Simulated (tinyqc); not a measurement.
Inside a calculation. Model: octagonal on-chip spiral inductor, lumped pi model.

Numbers from tinyqc (`OMP_NUM_THREADS=1 python tinyqc.py 2302060 2302061 out.jsonl`; about 0.01 s on one thread of a shared Intel Xeon 2.30GHz). Printed values are rounded.

Outer diameter do = di + 2 n wd + 2 (n - 1) sp, mean da = (do + di)/2, fill p = (do - di)/(do + di), length l = 3.314 n da. L = 2.25 mu0 n^2 da/(1 + 3.55 p), mu0 = 4 pi 1e-7 H/m. Rs = rho l/(wd delta (1 - exp(-th/delta))), delta = sqrt(rho/(pi f mu0)). Cs = n wd^2 eps0 eo/hu across the coil. At each end Cox = l wd eps0 eo/(2 ho) leads to the substrate branch Rsi = 2 rs he/(l wd) in parallel with Csi = l wd eps0 11.7/(2 he). With one end grounded Y = 1/(Rs + i w L) + i w Cs + 1/[1/(i w Cox) + 1/(1/Rsi + i w Csi)], w = 2 pi f; Q = -Im Y/Re Y. Eddy currents in neighbouring turns and in the substrate are left out.

Values chosen for this exercise; values of the order met in silicon radio-frequency processes: number of turns n = 3.5; line width wd = 8 um; space between turns sp = 1.5 um; inner diameter di = 140 um; metal thickness th = 3 um; metal resistivity rho = 2.2 uohm cm; oxide below the coil ho = 5.4 um; oxide between coil and underpass hu = 0.6 um; relative permittivity of the oxide eo = 3; substrate resistivity rs = 100 ohm cm; effective spreading depth in the substrate he = 80 um; frequency f = 1.2 GHz.

Constants: eps0 = 8.8541878128e-12 F/m. Results are converted to the units shown.

## Geometry and model elements

do, l, L, delta, Rs, Cs, Cox, Rsi and Csi as defined.

do = 203.5 um
l = 1992.128 um
L = 3.591674 nH
delta = 2.154968 um
Rs = 3.383032 ohm
Cs = 9.916690 fF
Cox = 39.19706 fF
Rsi = 10039.51 ohm
Csi = 10.31863 fF

Rs is 1.85 times the direct-current value in this empirical form, which overstates the skin effect of a flat slab when delta is near th and so stands in for some current crowding.

## Admittance, quality factor and apparent inductance

Series branch 1/(Rs + i w L), substrate branch, total Y, Q = -Im Y/Re Y, apparent inductance Im(1/Y)/w, metal-only value w L/Rs, share of the loss in the substrate Re(substrate branch)/Re Y.

series branch = 4.54218-36.35939i mS
substrate branch = 0.05827008+0.07713403i mS
Y = 4.60045-36.20749i mS
Q = 7.870418
apparent inductance = 3.604835 nH
w L/Rs = 8.004828
share of the loss in the substrate = 1.266616 %

Q is 98.3 % of the metal-only value.
